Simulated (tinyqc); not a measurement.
# Read current of a NAND string, cells in series solved by shooting, step by step

Numbers from tinyqc (`OMP_NUM_THREADS=1 python tinyqc.py 2142060 2142061 out.jsonl`; about 0.5 s on one thread of a shared Intel Xeon 2.30GHz). Printed values are rounded.

Cells in series, numbered from 0 at the source line (0 V) to the bit line, each followed by a gap resistance Rg. A cell with gate Vg, threshold VT, source Vs and drain Vd passes I = 2 nf K Vt^2 [F(Vs) - F(Vd)]/(1 + th max(Vg - VT, 0)), F(V) = ln^2(1 + exp((Vg - VT - nf V)/(2 nf Vt))). The selected cell has Vg = Vr, the others Vg = Vp.

Parameters, values chosen for the exercise; values of the order met in vertical NAND strings: temperature T = 300 K; gain factor of a cell K = 24 uA/V^2; slope factor nf = 1.7; mobility reduction factor th = 0.11 1/V; resistance of the gap between cells Rg = 15 kohm; bit-line voltage Vbl = 0.5 V; pass voltage Vp = 6.2 V; read voltage on the selected word line Vr = 4.87 V.

Constants: q = 1.602176634e-19 C, kB = 1.380649e-23 J/K, Vt = kB T/q. Results are converted to the units shown.

## Step 1: node voltages for a trial current

first trial current = 2.2 uA
thresholds from the source end, cell 0 to 3 (V): [4.1, -1.1, -1.1, 2.9]

For a trial current I start at 0 V and, cell by cell (the selected one is cell 3), solve for the drain: sqrt(F(Vd)) = sqrt(F(Vs) - I/k), k = 2 nf K Vt^2/(1 + th max(Vg - VT, 0)), Vd = [Vg - VT - 2 nf Vt ln(exp(sqrt F) - 1)]/nf, then add I Rg.

node voltage after each cell and gap, trial 1, cell 0 to 3 (V): [0.08795660, 0.1441343, 0.2006276, 0.3047346]

## Step 2: node voltages for a trial current

second trial current = 3.1 uA

As before.

node voltage after each cell and gap, trial 2, cell 0 to 3 (V): [0.1246909, 0.2041779, 0.2843112, 0.4438243]

## Course of the secant iteration

Secant steps on the end voltage less Vbl, from the two trials; a trial above the saturation current of a cell has no solution and is moved halfway to the previous trial. Stop below 1e-9 V.

Course of the iteration:
```
iteration    I (uA)  end voltage - Vbl (V)  halvings
1          3.463493                3.85e-3         0
2          3.440201               -8.27e-5         0
3          3.440692               -1.25e-7         0
4          3.440692               4.04e-12         0
```

Converged in 4 iterations to I = 3.4407 uA. The selected cell takes 26.4 % of the bit-line voltage and the gaps together 41.3 %.
